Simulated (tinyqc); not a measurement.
Short-channel transistor, virtual-source model with series resistance: two steps of the calculation.

The current per gate width is the charge at the top of the source barrier (the virtual source) times its velocity times a saturation function; al and be are fitting constants of the model. Units: I in uA/um, Rs in ohm um, so I Rs = 1e-6 I Rs in volts; Q in uC/cm^2, so I = 1e-4 Q vx0 Fsat with vx0 in cm/s.

Inputs (values chosen for the exercise): temperature T = 300 K; inversion capacitance Cinv = 1.16 uF/cm^2; velocity at the virtual source vx0 = 6.94e6 cm/s; apparent mobility mu = 190 cm^2/(V s); channel length L = 90 nm; threshold at zero drain voltage VT0 = 0.44 V; drain-induced barrier lowering dl = 0.172 V/V; subthreshold factor n0 = 1.06; growth of n with drain voltage nd = 0.2 1/V; threshold shift (in units of Vt) from weak to strong inversion al = 3.5; sharpness of saturation be = 1.4; series resistance of each contact Rs = 200 ohm um; gate voltage Vgs = 0.72 V; drain voltage Vds = 0.75 V.

Constants: q = 1.602176634e-19 C, kB = 1.380649e-23 J/K, Vt = kB T/q. Results are converted to the units shown.

Task 1. Current through the series resistance. Intrinsic voltages Vg' = Vgs - I Rs, Vd' = Vds - 2 I Rs. n = n0 + nd Vd', VT = VT0 - dl Vd', Ff = 1/(1 + exp((Vg' - VT + al Vt/2)/(al Vt))), Q = Cinv n Vt ln(1 + exp((Vg' - VT + al Vt Ff)/(n Vt))), Vdsat = (vx0 L/mu)(1 - Ff) + Vt Ff, Fsat = u/(1 + u^be)^(1/be) with u = Vd'/Vdsat, and I(out) = Q vx0 Fsat per width. (Fsat takes the sign of u.) I(new) = I(out).

I at the start = 0 uA/um

Wanted: Vg'; Vd'; VT; Ff; Q; Vdsat; Fsat; I(out); I after iteration 1.

Result 1.

Vg' = 0.72000 V
Vd' = 0.75000 V
VT = 0.31100 V
Ff = 0.0065597
Q = 0.47513 uC/cm^2
Vdsat = 0.32675 V
Fsat = 0.82347
I(out) = 271.53 uA/um
I after iteration 1 = 271.53 uA/um

Task 2. What the series resistance costs. n = n0 + nd Vd', VT = VT0 - dl Vd', Ff = 1/(1 + exp((Vg' - VT + al Vt/2)/(al Vt))), Q = Cinv n Vt ln(1 + exp((Vg' - VT + al Vt Ff)/(n Vt))), Vdsat = (vx0 L/mu)(1 - Ff) + Vt Ff, Fsat = u/(1 + u^be)^(1/be) with u = Vd'/Vdsat, and I = Q vx0 Fsat per width. I0 is the current for Rs = 0. Effective velocity I/Q; transit time L Q/I.

converged I = 224.77314 uA/um
I0 = 271.53120 uA/um

Find: loss against I0; effective velocity; transit time.

Result 2.

loss against I0 = 17.220 %
effective velocity = 5.5405e6 cm/s
transit time = 1.6244 ps

The carriers leave the virtual source at 79.8 % of vx0.

Numbers from tinyqc (`OMP_NUM_THREADS=1 python tinyqc.py 2380002 2380003 out.jsonl`; about 0.01 s on one thread of a shared Intel Xeon 2.30GHz).
